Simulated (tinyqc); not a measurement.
Width of the well: finite square well with mass mismatch (envelope functions).

A square well of width L and depth V0, mass mw inside and mb outside, energies from the bottom of the well, c = hbar^2/2m0. k = sqrt(mw E/c), kappa = sqrt(mb (V0 - E)/c). psi and psi'/m are continuous at the walls (BenDaniel-Duke), so level n solves k L + 2 atan[(k/mw)/(kappa/mb)] = n pi.

Constants: hbar^2/2m0 = 3.80998211 eV angstrom^2.

Parameters, chosen for this exercise (near those of the light valleys of a Si film in SiO2; not measured data): V0 = 3.275 eV (barrier height); mw = 0.186 m0 (mass in the well); mb = 0.501 m0 (mass in the barrier); Ls = (8, 11, 16, 22, 31, 43, 60) angstrom (widths).

Levels against L, beside the infinite well E1(hard) = c (pi/L)^2/mw; Pb is the probability of level 1 in the barriers; a dash marks an unbound level.

Levels:
```
L (angstrom)  bound levels  E1 (eV)  E2 (eV)  E1(hard) (eV)     Pb
8                        2   0.8329   3.2686         3.1589  0.115
11                       2   0.5758   2.4633         1.6708  0.068
16                       3   0.3540   1.4913         0.7897  0.034
22                       3   0.2246   0.9275         0.4177  0.018
31                       4   0.1324   0.5382         0.2104  0.008
43                       6   0.0773   0.3118         0.1093  0.004
60                       8   0.0435   0.1747         0.0562  0.002
```

What can be read from this table?

The infinite well overestimates E1 by a factor 3.79 at 8 angstrom and 1.29 at 60 angstrom. The local exponent d ln E1/d ln L goes from -1.16 (first two rows) to -1.73 (last two), towards the -2 of hard walls, as Pb falls from 0.115 to 0.002. E2 - E1 is largest at 8 angstrom of the widths listed. Non-parabolicity, which grows with the level, already counts at a few tenths of an eV, and levels above about 0.5 eV lie beyond a parabolic band.

Run: tinyqc, `OMP_NUM_THREADS=1 python tinyqc.py 1280662 1280663 out.jsonl`; Intel(R) Xeon(R) Processor @ 2.30GHz, one thread, shared host; about 0.01 s of CPU time with all checks.
